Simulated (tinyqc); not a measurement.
Size effects in the resistivity of thin metal films and interconnect lines: one step, computed by the program tinyqc.

Electrons lose their drift at surfaces (a share 1 - p of the hits) and at grain boundaries (reflection R), besides bulk scattering. The line sits in a trench with a non-conducting liner on both walls and the bottom; the spacing equals the drawn width.

Problem. Resistance and delay. Total: rho = rho_b [1 + surface excess + grain excess]; resistance per length rho/(w_m h_m); capacitance per length C = 2 k eps_0 (aspect ratio + 1/2), a parallel-plate estimate for two neighbours plus a fixed term for the planes above and below; delay 0.38 R C L^2; effective resistivity per drawn area.

Inputs (values chosen for the exercise, modelled on copper):
```
quantity                          value         unit
bulk resistivity rho_b              1.7  microohm cm
aspect ratio (height over width)    2.2            -
line length                         5.9   micrometre
permittivity of the dielectric k    2.5            -
```

Geometry: line.

rho/rho_b from surfaces = 1.280673

rho/rho_b from grains = 1.652778

metal width w_m = 87.4 nm

metal height h_m = 201.8 nm

share of the trench filled by metal = 92.69238 %

Constants: eps_0 = 8.8541878128e-12 F/m.

Give: resistivity rho; resistance per length; capacitance per length; RC delay; effective resistivity per drawn area.

Solution.

resistivity rho = 3.287 microohm cm

resistance per length = 1.864 ohm/micrometre

capacitance per length = 0.1195 fF/micrometre

RC delay = 0.002947 ps

effective resistivity per drawn area = 3.546 microohm cm

Of the factor 2.09 over bulk, scattering gives 1.93 and the liner 1.08; within scattering, grain boundaries outweigh surfaces (0.65 against 0.28, grains first).
